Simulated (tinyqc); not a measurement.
Worked calculation: Hubbard chain of 5 sites. One step of it, computed by the program tinyqc.

Task: Mean-field iteration 3. H(up) = T + U n(down), H(down) = T + U n(up); fill the lowest levels; n(new) = n + mixing (n(out) - n); E = tr T (rho up + rho down) + U sum n_up n_down of the output.

one-body matrix (hopping and site energies) (eV), order 1, 2, 3, 4, 5:
$$\begin{pmatrix}
0.000000 & -0.960000 & 0.000000 & 0.000000 & 0.000000 \\
-0.960000 & 0.000000 & -0.960000 & 0.000000 & 0.000000 \\
0.000000 & -0.960000 & 0.000000 & -0.960000 & 0.000000 \\
0.000000 & 0.000000 & -0.960000 & 0.000000 & -0.960000 \\
0.000000 & 0.000000 & 0.000000 & -0.960000 & 0.000000
\end{pmatrix}$$

U = 2.500000 eV

electrons, up and down: [3, 3]

mixing = 0.200000

n(up) after iteration 2: 1 0.881013, 2 0.283855, 3 0.862265, 4 0.283855, 5 0.881013

n(down) after iteration 2: 1 0.363474, 2 0.848362, 3 0.384329, 4 0.848362, 5 0.363474

Give: levels, up; levels, down; energy; n(up) after iteration 3; n(down) after iteration 3.

Result:

levels, up (eV): [-0.2321, 0.3795, 0.9263, 2.6501, 3.2962]

levels, down (eV): [-0.3759, 0.2400, 2.1866, 2.6721, 3.2571]

energy = -0.5724 eV

n(up) after iteration 3: 1 0.8707, 2 0.2837, 3 0.8447, 4 0.2837, 5 0.8707

n(down) after iteration 3: 1 0.3853, 2 0.8295, 3 0.4167, 4 0.8295, 5 0.3853
